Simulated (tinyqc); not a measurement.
Hydrogenic impurity: series, fields, screening, photoionisation and donor-acceptor pairs: one step, computed by the program tinyqc. Command: `OMP_NUM_THREADS=1 python tinyqc.py 3002213 3002214 out.jsonl hydrogenic walk`. One thread of a shared host (Intel(R) Xeon(R) Processor @ 2.30GHz), about 0.01 s of CPU time with the checks.

One isotropic, parabolic band. Effective units: Ry* and a*, in which H = -nabla^2 - 2/r.

Problem. Effective units and the series. Ry* = Ry m/eps^2, a* = a_0 eps/m; level n is bound by Ry*/n^2; <r> = (3/2) a* in 1s; lines 1s -> np at Ry* (1 - 1/n^2); 1 THz = 4.135667696 meV.

Inputs (values chosen for the exercise, modelled on GaAs): electron mass m = 0.0694 m_0; dielectric constant eps = 12.6.

Parts treated: screening and pairs.

Constants: Ry = 13.605693123 eV; a_0 = 0.529177210903 angstrom; h x 1 THz = 4.135667696 meV.

Give: Ry*; a*; <r> of 1s; Series.

Solution.

Ry* = 5.948 meV

a* = 96.08 angstrom

<r> of 1s = 144.1 angstrom

Series:
```
n  binding (meV)  line from 1s (meV)  line (THz)
2          1.487               4.461       1.079
3          0.661               5.287       1.278
4          0.372               5.576       1.348
5          0.238               5.710       1.381
```
